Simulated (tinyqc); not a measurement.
# Via and link resistance from two via chains

Problem. A chain of 1000 vias joined by 1000 metal links has R = 1000 (Rv + Rlink), with Rlink proportional to the link length. Find Rv, Rlink for length L, and the value of Rv that the short chain would give if the links were ignored.

resistance of chains of 1000 links with link lengths L and 3 L (ohm): [17400, 20200]

Answer. R per link is a straight line in the link length; its intercept at zero length is Rv.

Rv = 16.00 ohm
Rlink = 1.400 ohm
Rv without correction = 17.40 ohm

Computed by the program tinyqc: `OMP_NUM_THREADS=1 python tinyqc.py 2750004 2750005 out.jsonl`, one thread of a shared Intel Xeon 2.30GHz, about 0.01 s for the whole run.
